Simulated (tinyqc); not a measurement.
p-n diode, drift-diffusion by the Gummel loop with Scharfetter-Gummel fluxes: one step of the calculation.

Abrupt junction at x = 0, p side from -Lp, n side to Ln, ohmic contacts. psi is counted from the intrinsic level; n = ni exp((psi - phin)/Vt), p = ni exp((phip - psi)/Vt). Contacts: p side psi = V - Vt ln(Na/ni), p = Na, n = ni^2/Na; n side psi = Vt ln(Nd/ni), n = Nd, p = ni^2/Nd. Constant mobilities, D = mu Vt, Boltzmann statistics, SRH recombination through a mid-gap level, U = (n p - ni^2)/(tp (n + ni) + tn (p + ni)). Current is positive from the p contact to the n contact.

Question. Hole continuity. With psi and the new n held, F_i = (mup Vt/h_i) [p_(i+1) B(-d_i) - p_i B(d_i)], d_i = (psi_(i+1) - psi_i)/Vt, B(d) = d/(exp(d) - 1); solve F_i - F_(i-1) = w_i [(n_i p_i - ni^2)/den_i - G] for the new p, with den = tp (n + ni) + tn (p + ni) taken at the new n and the old p, h_i = x_(i+1) - x_i, w_i = (h_(i-1) + h_i)/2; phip = psi + Vt ln(p/ni).

Inputs (values chosen for the exercise); band and dielectric values close to those of gallium arsenide:
- T = 300 K (temperature)
- Na = 4e16 cm^-3 (acceptor density of the p side)
- Nd = 9.5e15 cm^-3 (donor density of the n side)
- mup = 330 cm^2/(V s) (hole mobility)
- tn = 1e-7 s (SRH lifetime of electrons)
- tp = 2e-8 s (SRH lifetime of holes)
- G = 0 cm^-3 s^-1 (uniform generation rate)

Constants: q = 1.602176634e-19 C, kB = 1.380649e-23 J/K, Vt = kB T/q. Results are converted to the units shown.

```
node  x (nm)     psi (V)  new n (cm^-3)  p after Poisson (cm^-3)
0      -5800  0.11119169   3.0407881e-4                     4e16
1      -2510  0.11119169    1.4716498e8             4.0000000e16
2      -1060  0.11119169    2.1239403e8             3.9999999e16
3       -429  0.11119314    2.4089440e8             3.9997757e16
4       -150  0.11159017    2.5733827e8             3.9388167e16
5        -27  0.13282008    5.9362581e8             1.7326827e16
6         27  0.29296355   2.9113401e11             3.5353068e13
7        110  0.46365109   2.1454511e14             4.7973628e10
8        238  0.55234362   6.6296013e15              1.5525077e9
9        434  0.56129196   9.3715820e15              1.0982679e9
10       736  0.56163801   9.4978750e15              1.0836642e9
11      1200  0.56164380         9.5e15             0.0012803318
```

ni = 3.4875711e6 cm^-3

Find: new p; phip after round 1.

Answer.

```
node  new p (cm^-3)  phip after round 1 (V)
0          4.000e16                  0.7100
1          4.000e16                  0.7100
2          4.000e16                  0.7100
3          4.000e16                  0.7100
4          3.939e16                  0.7100
5          1.733e16                  0.7100
6          3.535e13                  0.7100
7          4.796e10                  0.7100
8           1.510e9                  0.7093
9           8.771e8                  0.7042
10          5.235e8                  0.6912
11         0.001280                  0.0000
```

Computed by the program tinyqc: `OMP_NUM_THREADS=1 python tinyqc.py 2240039 2240040 out.jsonl`, one thread of a shared Intel Xeon 2.30GHz, about 0.1 s for the whole run.
